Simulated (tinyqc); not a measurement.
Single-junction solar cell, detailed-balance limit: where the incident power goes.

Every photon above the gap Eg makes one pair and none below is absorbed; carriers thermalise at T and move without loss. Jsc = q fs X Phi(Eg, Ts); the dark current is J0 = q ge Phi(Eg, T)/ERE with the Boltzmann factor exp(V/Vt). The efficiency is the electrical power over fs X sigma Ts^4.

Photon flux above E from a black body at temperature T into a hemisphere: Phi(E, T) = A sum_k exp(-k E/th)[E^2 th/k + 2 E th^2/k^2 + 2 th^3/k^3], k = 1, 2, ..., with th = kB T/q in eV and A = 2 pi q^3/(h^3 c^2). J(V) = Jsc - J0 (exp(V/Vt) - 1); Voc = Vt ln(1 + Jsc/J0); at maximum power v = Vmp/Vt solves (1 + v) exp(v) = 1 + Jsc/J0. Pin = fs X sigma Ts^4, sigma = 2 pi^5 kB^4/(15 h^3 c^2). Power above the gap Pg = fs X A q sum_k exp(-k Eg/th)[Eg^3 a + 3 Eg^2 a^2 + 6 Eg a^3 + 6 a^4], a = th/k at Ts. Shares: Pin - Pg; Pg - Jsc Eg/q; Jsc (Eg/q - Voc); Jsc (Voc - Vmp); (Jsc - Jmp) Vmp; Jmp Vmp.

Inputs (values chosen for the exercise): cell temperature T = 300 K; temperature of the black-body sun Ts = 7000 K; share of the hemisphere filled by the sun fs = 2.16e-5; concentration X = 1000; external radiative efficiency ERE = 0.1; number of faces that emit ge = 2; band gap Eg = 2.17 eV.

Constants: q = 1.602176634e-19 C, kB = 1.380649e-23 J/K, h = 6.62607015e-34 J s, c = 299792458 m/s, Vt = kB T/q. Results are converted to the units shown.

Shares of Pin:
```
                share (%)
below the gap      51.923
thermalisation     14.124
Eg/q to Voc        2.7323
Voc to Vmp         1.7403
Jsc to Jmp        0.39902
output             29.082
```

What do the numbers show?

The six shares add up to 100 %. The largest loss is "below the gap" with 51.9 %. The two spectral losses take 66.0 % together, more below the gap than by thermalisation: a smaller gap would shift the balance.

Numbers from tinyqc (`OMP_NUM_THREADS=1 python tinyqc.py 2820127 2820128 out.jsonl`; about 0.01 s on one thread of a shared Intel Xeon 2.30GHz).
